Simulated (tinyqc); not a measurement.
## Polarisation charge from two barrier thicknesses

Problem. VT = phiB - dEc - q sigma d/(eps0 eps_r). Find sigma, phiB - dEc and the thickness at which VT = 0.

Inputs (values chosen for the exercise):
- eps_r = 9.2 (relative permittivity of barrier and channel)

Constants: q = 1.602176634e-19 C, eps0 = 8.8541878128e-14 F/cm where lengths are in cm. Results are converted to the units shown.

VT for d = 20 and 26 nm (V): -5.4222209  -7.2921872

Solution. VT is linear in d.

sigma = 1.58e13 cm^-2
phiB - dEc = 0.811 V
thickness for VT = 0 = 2.60 nm

Program tinyqc, `OMP_NUM_THREADS=1 python tinyqc.py 2570026 2570027 out.jsonl`; Intel Xeon 2.30GHz, shared host, one thread, about 0.01 s.
